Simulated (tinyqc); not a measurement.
Rapid thermal processing of a wafer: radiative balance, ramp and cooling, pattern effects, pyrometer error and spike budget: one step, computed by the program tinyqc. Command: `OMP_NUM_THREADS=1 python tinyqc.py 3110694 3110695 out.jsonl rtp walk`. One thread of a shared host (Intel(R) Xeon(R) Processor @ 2.30GHz), about 0.04 s of CPU time with the checks.

The wafer is opaque and uniform through its thickness unless said otherwise; temperatures in formulas are in kelvin (C + 273.15). sigma = 5.670374419e-12 W/(cm^2 K^4).

Question. Power to hold and to ramp. Effective emissivity between parallel grey plates: eps_eff = 1/(1/eps + 1/(1 - r) - 1). Loss per area q(T) = 2 eps_eff sigma (T^4 - T_w^4) + h (T - T_w). Absorbed power during a ramp = q(T) + C d x ramp rate; thermal time constant tau = C d/(dq/dT), dq/dT = 8 eps_eff sigma T^3 + h; natural cooling rate q/(C d); front-to-back difference under one-sided heating at the end of the ramp = (absorbed power) d/(2 k).

Inputs (values chosen for the exercise, modelled on a hot silicon wafer):
```
quantity                                              value         unit
wafer thickness d                                       525   micrometre
heat capacity per volume C                             2.15   J/(cm^3 K)
thermal conductivity k                                 0.29     W/(cm K)
emissivity eps of each face                             0.7            -
reflectivity of the chamber walls r                    0.37            -
gas heat-transfer coefficient h, both faces together    4.6  mW/(cm^2 K)
wall temperature T_w                                    700            K
process temperature                                    1070            C
ramp rate                                                25          K/s
```

Give: eps_eff; holding power q; power at the end of the ramp; dq/dT; time constant tau; natural cooling rate; front-to-back difference.

Answer.

eps_eff = 0.4961

holding power q = 19.92 W/cm^2

power at the end of the ramp = 22.74 W/cm^2

dq/dT = 59.13 mW/(cm^2 K)

time constant tau = 1.909 s

natural cooling rate = 176.5 K/s

front-to-back difference = 2.058 K

Radiation carries 85 % of the loss. The ramp needs 1.1 times the holding power.
